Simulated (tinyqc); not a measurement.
# Thin-body transistor below threshold, two-dimensional Poisson equation on a small mesh: several studies

A thin body on a thick buried insulator of low permittivity, taken as carrying no normal field at the bottom of the body (row 0). Mobile charge is neglected (subthreshold), the body is fully depleted, and potentials are counted from the intrinsic level; rows run upward to the gate, columns from source to drain.

Inputs (values chosen for the exercise); semiconductor permittivity made up:
```
symbol  value   unit                                     meaning
T         300      K                                 temperature
eps_r    10.2         relative permittivity of the semiconductor
eox         9             relative permittivity of the insulator
tb          3     nm                              body thickness
tox       3.7     nm                         insulator thickness
L          27     nm                              channel length
Na          0  cm^-3       acceptor density of the depleted body
Vbi      0.48      V                     potential of the source
Vfb      0.09      V                                 gate offset
Vg          0      V                                gate voltage
Vd        0.5      V                               drain voltage
```

Constants: q = 1.602176634e-19 C, kB = 1.380649e-23 J/K, Vt = kB T/q, eps0 = 8.8541878128e-14 F/cm where lengths are in cm. Results are converted to the units shown.

Each table varies one quantity; the others keep the values above.

## Effect of the body thickness

Mesh: rows i = 0..12 in the semiconductor (step hs = tb/12, row 12 on the interface), then 8 step(s) ho = tox/8 up to the gate row 20; columns j = 0..80 (step hy = L/80). Box integration, divided by eps0: up_i = eps hy/h of the interval above row i, dn_i = that of the interval below (0 for row 0), lat_i = (sum of eps h/2 over the intervals above and below)/hy, s_i = -q Na w_i hy/eps0 with w_i the semiconductor height of the box (hs/2 for row 0 and the interface row, hs between, 0 in the insulator). Each free node obeys (up + dn + 2 lat) psi = up psi(above) + dn psi(below) + lat [psi(left) + psi(right)] + s. Fixed values: gate row Vg - Vfb; column 0 at Vbi and the last column at Vbi + Vd in the semiconductor, each running linearly to Vg - Vfb across the insulator. The system is solved directly. On row 0 the minimum of psi and its place come from a parabola through the three lowest nodes; barrier = Vbi - minimum, swing = Vt ln 10/(d psi/dVg), DIBL = (d psi/dVd)/(d psi/dVg) there. Lambda = pi/k with k the smallest positive root of tan(k tox) tan(k tb) = eox/eps_r.

Result of one run:

| tb (nm) | L/Lambda | barrier (V) | place y/L | swing (mV/decade) | DIBL (mV/V) |
|---|---|---|---|---|---|
| 1.2 | 2.677 | 0.5466 | 0.4625 | 61.46 | 11.30 |

What becomes of these results when the body thickness tb is changed from 1.2 to 3.6 nm, all else the same?

Result of the changed run:

| tb (nm) | L/Lambda | barrier (V) | place y/L | swing (mV/decade) | DIBL (mV/V) |
|---|---|---|---|---|---|
| 3.6 | 1.776 | 0.4620 | 0.4430 | 69.66 | 58.73 |

The whole series:

| tb (nm) | L/Lambda | barrier (V) | place y/L | swing (mV/decade) | DIBL (mV/V) |
|---|---|---|---|---|---|
| 1.2 | 2.677 | 0.5466 | 0.4625 | 61.46 | 11.30 |
| 1.6 | 2.464 | 0.5362 | 0.4592 | 62.36 | 16.54 |
| 2.1 | 2.243 | 0.5208 | 0.4552 | 63.75 | 24.61 |
| 2.8 | 1.996 | 0.4953 | 0.4495 | 66.18 | 38.70 |
| 3.6 | 1.776 | 0.4620 | 0.4430 | 69.66 | 58.73 |
| 4.8 | 1.526 | 0.4069 | 0.4327 | 76.33 | 96.45 |

As tb goes from 1.2 to 4.8 nm, the barrier falls from 0.547 to 0.407 V, the swing rises from 61.5 to 76.3 mV a decade and DIBL rises from 11.3 to 96.4 mV/V; the ideal swing is 59.5. L/Lambda goes from 2.7 to 1.5. In every row the body is under 5 nm thick, where quantum confinement matters.

## Effect of the channel length

Same model as above.

Effect of the channel length:

| L (nm) | L/Lambda | barrier (V) | place y/L | swing (mV/decade) | DIBL (mV/V) |
|---|---|---|---|---|---|
| 13 | 0.9320 | 0.1962 | 0.3757 | 123.1 | 328.3 |
| 15 | 1.075 | 0.2639 | 0.3981 | 102.3 | 232.6 |
| 19 | 1.362 | 0.3697 | 0.4237 | 81.66 | 125.8 |
| 22 | 1.577 | 0.4258 | 0.4353 | 73.90 | 82.79 |
| 27 | 1.936 | 0.4873 | 0.4479 | 66.98 | 43.32 |
| 33 | 2.366 | 0.5278 | 0.4575 | 63.11 | 20.88 |
| 40 | 2.868 | 0.5508 | 0.4650 | 61.11 | 9.220 |
| 49 | 3.513 | 0.5630 | 0.4714 | 60.09 | 3.300 |

Read the table: what changes, and by how much?

As L goes from 13 to 49 nm, the barrier rises from 0.196 to 0.563 V, the swing falls from 123 to 60.1 mV a decade and DIBL falls from 328 to 3.30 mV/V; the ideal swing is 59.5. L/Lambda goes from 0.93 to 3.5. Between the last two rows DIBL decays with a length of 8.76 nm; 2 Lambda/pi is 8.88 nm. In every row the body is under 5 nm thick, where quantum confinement matters.

## Refining the mesh

The mesh has 2 c steps in the semiconductor (rows from 0 up to the interface), c steps in the insulator and 8 c along the channel, each uniform. The system is solved directly; psi is read on row 0 at mid-channel.

Result of one run:

| c | unknowns | psi at mid-channel (V) | d psi/dVg |
|---|---|---|---|
| 4 | 372 | -0.0022200 | 0.89295 |

What becomes of these results when the refinement factor c is changed from 4 to 3, all else the same?

Result of the changed run:

| c | unknowns | psi at mid-channel (V) | d psi/dVg |
|---|---|---|---|
| 3 | 207 | -0.0012812 | 0.89181 |

The whole series:

| c | unknowns | psi at mid-channel (V) | d psi/dVg |
|---|---|---|---|
| 1 | 21 | 0.016089 | 0.87062 |
| 2 | 90 | 0.0014097 | 0.88852 |
| 3 | 207 | -0.0012812 | 0.89181 |
| 4 | 372 | -0.0022200 | 0.89295 |
| 6 | 846 | -0.0028895 | 0.89377 |
| 8 | 1512 | -0.0031236 | 0.89405 |
| 12 | 3420 | -0.0032908 | 0.89426 |

psi at mid-channel goes from 0.01609 V on the coarsest mesh to -0.003291 V on the finest, a difference of 19 mV. d psi/dVg changes by 0.018 from c = 1 to 2, by 0.0044 from 2 to 4 and by 0.0011 from 4 to 8, a ratio of 4.0 between the last two, near the 4 of a second-order scheme.

Computed by the program tinyqc: `OMP_NUM_THREADS=1 python tinyqc.py 2480023 2480024 out.jsonl`, one thread of a shared Intel Xeon 2.30GHz, about 0.1 s for the whole run.
